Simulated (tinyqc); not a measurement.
From results back to parameters: metal-induced gap states at the contact of a metal chain and a two-band chain. Two cases, with inputs chosen for the exercise.

Problem. With gap states the barrier for electrons is phi = S (W - chi - p) + p, W being the work function of the metal, S the pinning factor and p the depth of the neutrality level below the conduction edge. The barriers for two metals come from hidden S and p, those of the chain and not of a measured contact.

Find: S, p (eV).

Method. The slope of the barrier against W is S; then p = (phi1 - S (W1 - chi))/(1 - S).

Case 1.

Values chosen (out of a larger set: gap and optical dielectric constant near those of GaN; the chain itself is a model; not measured data):
- W1 = 4.32 eV (work function of metal 1)
- W2 = 5.33 eV (of metal 2)
- chi = 4.04 eV (electron affinity)

barriers (eV): metal 1 0.95040, metal 2 1.53721

Solution.

S, p (eV): 0.581  1.880

Case 2.

Values chosen (out of a larger set: gap and optical dielectric constant near those of Ge; the chain itself is a model; not measured data):
- W1 = 4.31 eV (work function of metal 1)
- W2 = 5.37 eV (of metal 2)
- chi = 3.98 eV (electron affinity)

barriers (eV): metal 1 0.34672, metal 2 0.52056

Solution.

S, p (eV): 0.164  0.350

Computed by tinyqc, one run a case: `OMP_NUM_THREADS=1 python tinyqc.py N N+1 out.jsonl` with N = 1480137, 1480161; one thread of a shared Intel(R) Xeon(R) Processor @ 2.30GHz, about 0.01 s a run at most.
